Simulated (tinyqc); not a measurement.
## Thickness from the transmission

Inverse problem. A dielectric of barrier phi1 and mass m1 carries the voltage V, so U = phi1 - V x/t1. At E = 0 the WKB exponent is S = (4 t1/(3 V)) sqrt(m1/C) [phi1^1.5 - max(phi1 - V, 0)^1.5], C = hbar^2/(2 m0), and T = exp(-S). Find S, t1 and the field.

Parameters, values chosen for the exercise:
- phi1 = 2.7 eV (barrier of layer 1 above the emitter Fermi level at zero bias)
- m1 = 0.41 m0 (tunnelling mass of layer 1)
- V = 1.1 V (voltage across the dielectric)

Constants: q = 1.602176634e-19 C, hbar = 1.054571817e-34 J s, m0 = 9.1093837015e-31 kg, hbar^2/(2 m0) = 0.0380998212 eV nm^2. Results are converted to the units shown.

T at E = 0 = 4.6468229e-9

Solution. At fixed V the exponent is proportional to t1.

S = 19.19
t1 = 2.000 nm
field = 5.500 MV/cm

Numbers from tinyqc (`OMP_NUM_THREADS=1 python tinyqc.py 2540029 2540030 out.jsonl`; about 0.03 s on one thread of a shared Intel Xeon 2.30GHz).
